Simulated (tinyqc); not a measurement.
Worked calculation: valley-orbit splitting of a donor ground state, with strain. Computed by tinyqc, a small Python program that keeps every step. Command: `OMP_NUM_THREADS=1 python tinyqc.py 3004599 3004600 out.jsonl valleyorbit walk`. One thread of a shared host (Intel(R) Xeon(R) Processor @ 2.30GHz), about 0.01 s of CPU time with the checks. Intermediate numbers are printed to about 6 digits and carried at full precision; extremes and crossings named in words are read from the listed rows.

The basis is the 1s envelope in each valley; energies are counted from the unstrained conduction-band edge. The strain is e_s (a a^T - 1/3) for the unit stress axis a, so valley j along n_j moves by Xi_u e_s w_j with w_j = (n_j.a)^2 - 1/3: -1/3 for x and y, +2/3 for z.

Inputs (values chosen for the exercise, for a model many-valley semiconductor): single-valley binding energy E_0 = 43 meV; central-cell shift Lambda = 3.58 meV; coupling Delta_1 = 6.13 meV; coupling Delta_2 = 4.83 meV; shear deformation potential Xi_u = 8.4 eV; shear strain e_s = 0.00011; temperature T = 50 K; donor density N_D = 3.5e+14 cm^-3; density-of-states mass of one valley m_e = 0.332 m_0.

Valleys: six along <100>. Stress axis: [001].

Constants: k_B = 8.617333262e-05 eV/K; m_0 = 9.1093837015e-31 kg; k_B = 1.380649e-23 J/K; h = 6.62607015e-34 J s.

## Levels without strain

By symmetry: E(A1) = E_0 + Lambda + 4 Delta_1 + Delta_2 (one state), E(T2) = E_0 + Lambda - Delta_2 (three), E(E) = E_0 + Lambda - 2 Delta_1 + Delta_2 (two), as binding energies.

E(A1) = 75.93 meV

E(T2) = 41.75 meV

E(E) = 39.15 meV

Only A1 has all valley amplitudes in phase, so only it has weight at the nucleus. Of the upper states T2 is bound more strongly, because Delta_1 is larger than Delta_2.

## The valley matrix under strain

H_jj = -(E_0 + Lambda) + Xi_u e_s w_j; H_jk = -Delta_2 between opposite valleys and -Delta_1 between perpendicular ones.

H (meV), rows +x, -x, +y, -y, +z, -z:
```
[[-46.888, -4.830, -6.130, -6.130, -6.130, -6.130],
 [-4.830, -46.888, -6.130, -6.130, -6.130, -6.130],
 [-6.130, -6.130, -46.888, -4.830, -6.130, -6.130],
 [-6.130, -6.130, -4.830, -46.888, -6.130, -6.130],
 [-6.130, -6.130, -6.130, -6.130, -45.964, -4.830],
 [-6.130, -6.130, -6.130, -6.130, -4.830, -45.964]]
```

## Levels and ground state under strain

Diagonalise H; the ground vector has positive components. The density at the nucleus, and so the contact hyperfine coupling, scales as (sum_j c_j)^2/(number of valleys), which is 1 without strain; the envelopes are held fixed.

levels (meV): [-75.9351, -42.0580, -42.0580, -41.1340, -39.4580, -38.8369]

valley amplitudes of the ground state: +x 0.411610, -x 0.411610, +y 0.411610, -y 0.411610, +z 0.401441, -z 0.401441

hyperfine ratio A/A_0 = 0.999862

The valleys that move down hold 67.8 % of the ground state, against 66.7 % without strain.

## Binding energy under strain

The binding energy is counted from the lowest valley edge, min_j Xi_u e_s w_j; the gap is from the ground state to the next level.

binding energy under strain = 75.6271 meV

gap to the first excited state = 33.8771 meV

## Populations and ionisation

z = sum over levels of exp(-(E - E_ground)/k_B T), the ground-state share being 1/z; N_c = 2 (2 pi m_e k_B T/h^2)^(3/2) sum_j exp(-(shift_j - lowest shift)/k_B T); n1 = N_c/(2 z) exp(-binding/k_B T), binding = lowest shift - E_ground; without compensation n = 2 N_D/(1 + sqrt(1 + 4 N_D/n1)) (Boltzmann statistics; p and higher states left out).

partition sum z = 1.00147

share of neutral donors in the ground state = 0.998529

N_c = 1.83367e+18 cm^-3

n1 = 2.18160e+10 cm^-3

free electrons n = 2.75237e+12 cm^-3

## Strain dependence

The contact hyperfine ratio is A/A_0 = (sum_j c_j)^2/(number of valleys), c_j the valley amplitudes of the ground state; binding from the lowest valley edge.

Against strain:
```
e_s        Xi_u e_s (w_max - w_min) (meV)  binding (meV)  gap to next level (meV)     A/A_0
-8.80e-04                         -7.3920        71.3523                  29.6023  0.989997
-3.30e-04                         -2.7720        74.1296                  32.3796  0.998677
-1.10e-04                         -0.9240        75.3192                  33.5692  0.999857
-3.30e-05                         -0.2772        75.7457                  33.9957  0.999987
3.30e-05                           0.2772        75.8381                  34.0881  0.999987
1.10e-04                           0.9240        75.6271                  33.8771  0.999862
3.30e-04                           2.7720        75.0512                  33.3012  0.998803
8.80e-04                           7.3920        73.7730                  32.0230  0.992297
```

A/A_0 falls for either sign of strain, to 0.990 and 0.992 at the ends; its limits are the shares of the valleys that end up lowest, 2/6 under compression and 4/6 under tension. Near zero strain A/A_0 changes in second order, the binding in first. The binding energy drops from 75.93 meV to 71.35 and 73.77 meV, since fewer valleys share the valley-orbit gain.

## Do the excited 1s states matter for ionisation?

No strain here. The last two columns set z = 1, with the A1 depth, or use one level at E_0 with z equal to the number of valleys.

Ionised share:
```
T (K)        z  all 1s states  ground state alone  no splitting
44     1.00049    2.15186e-03         2.15239e-03      0.065394
73     1.01888    1.53316e-01         1.54636e-01      0.597080
110    1.12279    7.76701e-01         7.92794e-01      0.945226
160    1.39032    9.79490e-01         9.85079e-01      0.991673
220    1.78184    9.96244e-01         9.97885e-01      0.997767
350    2.55672    9.99389e-01         9.99761e-01      0.999519
590    3.50182    9.99863e-01         9.99961e-01      0.999877
```

z grows from 1.000 to 3.50 of at most 6. Leaving out the excited states overstates the ionised share by up to 2.1 % (at 110 K); ignoring the splitting misses by a factor 30.4 at the lowest T and 1.00 at the highest.

Checks made by the program: symmetry formulas against diagonalisation (relative difference below 1e-10).
